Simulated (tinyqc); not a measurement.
Inside a calculation. Model: semiconductor laser, carrier and photon rate equations.

Numbers from tinyqc (`OMP_NUM_THREADS=1 python tinyqc.py 2840034 2840035 out.jsonl`; about 0.01 s on one thread of a shared Intel Xeon 2.30GHz). Printed values are rounded.

Carrier density N and photon density S in one mode: dN/dt = F1 = eta I/(q V) - (A N + B N^2 + C N^3) - vg g S; dS/dt = F2 = G vg g S + G be B N^2 - S/tp, with g = g0 ln(N/Ntr)/(1 + ec S). Output power P = Fo Eph S V/(G tp). No heating, no carrier transport.

Inputs (values chosen for the exercise):
- V = 5.2e-11 cm^3 (active volume)
- G = 0.064 (confinement factor)
- vg = 7.28e9 cm/s (group velocity)
- g0 = 2800 1/cm (gain coefficient)
- Ntr = 2.4e18 cm^-3 (transparency density)
- ec = 5.1e-18 cm^3 (gain compression)
- tp = 3.4 ps (photon lifetime)
- A = 6.5e7 1/s (defect recombination coefficient)
- B = 8.5e-11 cm^3/s (radiative coefficient)
- C = 1.4e-29 cm^6/s (Auger coefficient)
- be = 8.4e-5 (share of spontaneous emission into the mode)
- eta = 0.72 (injection efficiency)
- Fo = 0.64 (share of cavity losses that is output)
- Eph = 1.27 eV (photon energy)
- I = 66 mA (drive current)
- dt = 3 ps (time step)

Constants: q = 1.602176634e-19 C. Results are converted to the units shown.

## Threshold

gth = 1/(G vg tp), Nth = Ntr exp(gth/g0), Ith = q V (A Nth + B Nth^2 + C Nth^3)/eta. Above it S is near G tp eta (I - Ith)/(q V). Carrier lifetime at threshold Nth/(A Nth + B Nth^2 + C Nth^3).

gth = 631.262 1/cm
Nth = 3.00693e18 cm^-3
Ith = 15.5589 mA
estimate of S = 9.48554e14 cm^-3
carrier lifetime = 2.23628 ns

## Iteration 1: steady state by Newton steps

(N, S) at the start (Nth and the estimate of S): N (1e18 cm^-3) 3.007, S (1e15 cm^-3) 0.949

Jacobian, with a = g0/(N (1 + ec S)) and d = g/(1 + ec S): J11 = -(A + 2 B N + 3 C N^2) - vg a S, J12 = -vg d, J21 = G vg a S + 2 G be B N, J22 = G vg d - 1/tp. Solve J d = -F and add d to (N, S).

F1, F2 (1e27 cm^-3/s): 0.0184400  -0.00131142

J (1/ns):
```
           N         S
F1  -7.35810  -4551.90
F2  0.409740  -2.79622
```

(N, S) after iteration 1: N (1e18 cm^-3) 3.01019, S (1e15 cm^-3) 0.947890

## Iteration 2: steady state by Newton steps

As before.

F1, F2 (1e27 cm^-3/s): 3.25122e-5  -2.21868e-6

J (1/ns):
```
           N         S
F1  -7.34521  -4573.37
F2  0.408829  -1.42167
```

(N, S) after iteration 2: N (1e18 cm^-3) 3.01020, S (1e15 cm^-3) 0.947888

## Course of the iteration: steady state by Newton steps

Stop when the largest change of (N, S) is below 1e-9, or after 40 iterations. N is counted in 1e18 and S in 1e15 cm^-3, and S must be positive.

Course of the iteration:
```
iteration  S (1e15 cm^-3)  largest |change| of one entry
1                0.947890                        3.19e-3
2                0.947888                        5.42e-6
3                0.947888                       1.40e-11
```

Converged in 3 iterations. The change falls from 0.0032 in the first iteration to below the tolerance in the last.

## Power, relaxation frequency, damping and bandwidth

N = 3.01020e18 cm^-3
S = 9.47888e14 cm^-3

Jacobian, with a = g0/(N (1 + ec S)) and d = g/(1 + ec S): J11 = -(A + 2 B N + 3 C N^2) - vg a S, J12 = -vg d, J21 = G vg a S + 2 G be B N, J22 = G vg d - 1/tp. wR^2 = det J, gamma = -trace J, fR = wR/(2 pi); the response wR^2/(wR^2 - w^2 + i gamma w) falls to 1/sqrt(2) at w^2 = x + sqrt(x^2 + wR^4), x = wR^2 - gamma^2/2 (f3dB = w/(2 pi)).

P = 29.4982 mW
fR = 6.90109 GHz
gamma = 8.76453 1/ns
f3dB = 10.6452 GHz

f3dB is 1.54 times fR (1.55 without damping). gamma/wR = 0.20: the response has a resonance peak.

## One Runge-Kutta step of a transient

(N, S) at the start: N (1e18 cm^-3) 3.07, S (1e15 cm^-3) 0.474

y = (N, S), k1 = F(y), k2 = F(y + dt k1/2), k3 = F(y + dt k2/2), k4 = F(y + dt k3), y(new) = y + dt (k1 + 2 k2 + 2 k3 + k4)/6.

slopes per ps, N in 1e18 and S in 1e15 cm^-3:
```
         dN/dt      dS/dt
k1  0.00192489  0.0124733
k2  0.00181920  0.0135532
k3  0.00181175  0.0135632
k4  0.00169785  0.0146942
```

(N, S) after the step: N (1e18 cm^-3) 3.07544, S (1e15 cm^-3) 0.514700
